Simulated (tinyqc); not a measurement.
The sixth-power law: interface roughness in a thin film (subband fluctuation and scattering).

Square well of width t, barriers V0, c = hbar^2/2m0: E1 solves k t + 2 atan[(k/mz)/(kappa/mb)] = pi, k = sqrt(mz E/c), kappa = sqrt(mb (V0 - E)/c). One interface is rough, so the subband edge fluctuates by G dt with G = |dE1/dt| (central difference of 0.01 angstrom; 2 E1/t for hard walls).

Gaussian roughness spectrum S(q) = pi D^2 Lc^2 exp(-q^2 Lc^2/4). Degenerate gas, taken to fill one subband (the second starts to fill once c kF^2/md exceeds E2 - E1, which is not tested here): kF = sqrt(2 pi Ns/gv), q = 2 kF sin(theta/2), 1/tau = (md/(2 pi c hbar)) G^2 times the integral from 0 to pi of S(q)(1 - cos theta)/eps(q)^2 dtheta, eps(q) = 1 + qs/q with screening (qs = gv md q0/(c eps), q0 = e^2/(4 pi eps0), form factors left out, which overstates the screening; other scattering is left out too, so these values lie far above measured mobilities in all but the thinnest films) or 1 without; mobility = tau c2/md with c2 = e/m0 = 1.75882e15 cm^2/(V s^2); 1e12/cm^2 = 1e-4/angstrom^2.

Constants: hbar^2/2m0 = 3.80998211 eV angstrom^2; hbar = 6.58211957e-16 eV s; e^2/(4 pi eps0) = 14.39964547 eV angstrom.

Inputs chosen for the exercise (near those of a thin InGaAs channel; the results hold for these values, not for the real material): mz = 0.044 m0 (confinement mass); V0 = 1.91 eV (barrier); mb = 0.26 m0 (barrier mass); md = 0.044 m0 (mass in the plane); gv = 1 (valleys); D = 2.3 angstrom (rms height of the roughness); Lc = 54 angstrom (correlation length); Ns = 0.51 x 1e12/cm^2 (sheet density); eps = 10.8 (mean dielectric constant at the channel); ts = (24, 31, 37, 44, 55, 70, 92) angstrom (thicknesses).

Screened mobility against thickness for the finite barrier and for hard walls.

Results:

| t (angstrom) | E1 (meV) | G (meV/angstrom) | mobility (cm^2/(V s)) | the same, hard walls |
|---|---|---|---|---|
| 24 | 326.1 | 14.975 | 1.98e+03 | 29.0 |
| 37 | 196.7 | 6.562 | 1.03e+04 | 389 |
| 44 | 158.1 | 4.629 | 2.07e+04 | 1.10e+03 |
| 55 | 117.7 | 2.907 | 5.25e+04 | 4.20e+03 |
| 70 | 84.0 | 1.723 | 1.49e+05 | 1.79e+04 |
| 92 | 56.1 | 0.927 | 5.16e+05 | 9.20e+04 |

Give the missing row, t (angstrom) = 31.

Computed row:
```
t (angstrom)  E1 (meV)  G (meV/angstrom)  mobility (cm^2/(V s))  the same, hard walls
31               243.5             9.269               5.16e+03                   135
```

With hard walls G goes as 1/t^3 and the mobility as t^6. With the finite barrier the local exponent is 3.75 at the thin end and 4.54 at the thick end, since the envelope leaks out and softens the dependence. The least value is 1.98e+03 cm^2/(V s). The gate field, which also presses carriers to the interface, is left out. Up to t = 37 angstrom G D exceeds half of EF - E1, where the Born rate fails.

Computed by tinyqc, a small Python program: `OMP_NUM_THREADS=1 python tinyqc.py 1252562 1252563 out.jsonl` (the numbers bound the seed that draws the inputs); one thread of a shared host (Intel(R) Xeon(R) Processor @ 2.30GHz), about 0.01 s for the whole set of steps.
